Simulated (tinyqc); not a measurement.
Gate sweep: ballistic transport through the one-dimensional subbands of a rectangular nanowire or nanosheet channel. Computed by tinyqc, a small Python program. Command: `OMP_NUM_THREADS=1 python tinyqc.py 3025520 3025521 out.jsonl wire walk`. One thread of a shared host (Intel(R) Xeon(R) Processor @ 2.30GHz), about 0.01 s of CPU time with the checks.

Hard walls, parabolic subbands, transport along x. Energies are counted from the bulk conduction band edge at the top of the barrier, which the gate pulls down by U; the source Fermi level lies at the bulk edge when U = 0.

Inputs (values chosen for the exercise, modelled on In0.53Ga0.47As): mass m = 0.045 m_0; height a = 7.3 nm; width b = 8.3 nm; equivalent oxide thickness t = 2.3 nm; drain voltage V_D = 0.05 V; temperature T = 300 K.

Valleys: single isotropic valley.

Constants: hbar^2/(2 m_0) = 3.80998212 eV angstrom^2; k_B = 8.617333262e-05 eV/K; m_0 = 9.1093837015e-31 kg; k_B = 1.380649e-23 J/K; hbar = 1.054571817e-34 J s; eps_0 = 8.8541878128e-12 F/m; e = 1.602176634e-19 C; h = 6.62607015e-34 J s.

Method:
- E_pq = (hbar^2 pi^2/2)(p^2/(m_y b^2) + q^2/(m_z a^2)); m_x = m_y = m_z = m, degeneracy g = 1; the 10 lowest subbands are kept.
- F_j(eta) = (1/Gamma(j + 1)) int_0^infinity x^j/(1 + exp(x - eta)) dx, F_0 = ln(1 + exp(eta)). Integrals over x = E/(k_B T) use 160 Gauss-Legendre points in u = sqrt(x) from 0 to sqrt(max(eta, 0) + 32).
- With degeneracy g = 1, eta_i = (U - E_i)/(k_B T) and u = e V_D/(k_B T): line density n = sum_i g sqrt(2 m_x k_B T/pi)/(2 hbar) [F_-1/2(eta_i) + F_-1/2(eta_i - u)]; gate: e n = C_ox (V_G - U/e), C_ox = 3.9 eps_0 2 (a + b)/t (flat-plate estimate); I = (2 e k_B T/h) sum_i g [F_0(eta_i) - F_0(eta_i - u)].
- Open modes are sum_i g/(1 + exp(-eta_i)). The last column is e dn/dV_G over C_ox, taken up to the next row.

Subbands:
```
valley axis  p  q  E (meV)  m_x (m_0)
-            1  1   278.10      0.045
-            2  1   642.00      0.045
-            1  2   748.52      0.045
-            2  2  1112.42      0.045
-            3  1  1248.49      0.045
-            1  3  1532.56      0.045
-            3  2  1718.91      0.045
-            2  3  1896.45      0.045
-            4  1  2097.58      0.045
-            3  3  2502.94      0.045
```

Against the gate voltage:
```
V_G (V)  U (meV)    n (1/nm)  I (microampere)  open modes    C_g/C_ox
-0.022    -22.00  5.1272e-07       1.5572e-05  9.0877e-06  8.2120e-05
0.078      77.99  2.4522e-05       7.4477e-04  4.3457e-04  7.1687e-03
0.200     199.12  2.5815e-03       7.8605e-02  4.4986e-02  1.7505e-01
0.330     306.36  6.9113e-02       2.0502e+00  7.4895e-01  3.3968e-01
0.430     372.39  1.6843e-01       3.5936e+00  9.7463e-01  2.8020e-01
0.560     465.97  2.7492e-01       3.8677e+00  1.0004e+00  2.1661e-01
0.700     575.64  3.6359e-01       4.0021e+00  1.0725e+00  3.2810e-01
0.860     683.14  5.1707e-01       6.4893e+00  1.9047e+00  4.6820e-01
1.000     757.60  7.0871e-01       9.0149e+00  2.5755e+00  5.0111e-01
1.200     857.37  1.0017e+00       1.1453e+01  2.9852e+00           -
```

Between the first two rows the current rises one decade per 60 mV, against the limit ln(10) k_B T/e = 60 mV. Above threshold C_g/C_ox lies between 0.22 and 0.50: the quantum capacitance in series costs much, since the density of states of these subbands is small. It dips where a subband has filled past its van Hove peak and recovers when the next one opens or the drain starts to fill the band. Caution: confinement energies this large call for non-parabolicity and barrier penetration, which lower the subbands and raise the mass.

Extremes, crossings and ranges named in words are read from the listed rows.
